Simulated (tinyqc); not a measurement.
Self-heating of a transistor with one or more fingers, with temperature-dependent conductivity: one step, computed by the program tinyqc.

N long parallel fingers lie on the top face of a slab whose bottom is held at T_0; the top is otherwise insulated, and heat flows in two dimensions. P in W/mm is 1000 P in W/m.

Question. Extra rise from ballistic phonons. Near a source smaller than the free path, Fourier's law overstates the flow. Rough estimate: a strip that emits phonons into a half space adds a resistance times area of 4 Lambda/(3 kappa_0), from the ballistic flux C v Delta T/4 with kappa_0 = C v Lambda/3, so Delta T_b = 4 Lambda P/(3 kappa_0 w); Knudsen number Lambda/w.

Inputs (values chosen for the exercise, modelled on indium phosphide): conductivity at the base temperature kappa_0 = 53.6 W/(m K); power per gate width P = 0.99 W/mm; width of the heat source w = 0.16 micrometre; phonon free path Lambda = 93 nm.

Power: power rises with temperature.

largest theta = 51.81068 K

Give: Knudsen number; ballistic rise Delta T_b; Delta T_b / largest theta.

Answer.

Knudsen number = 0.58125

ballistic rise Delta T_b = 14.314 K

Delta T_b / largest theta = 0.27628

The ballistic term is a large share: this rough estimate calls for a transport calculation. Caution: the source is narrower than two phonon free paths, so the Fourier result understates the rise at the source.
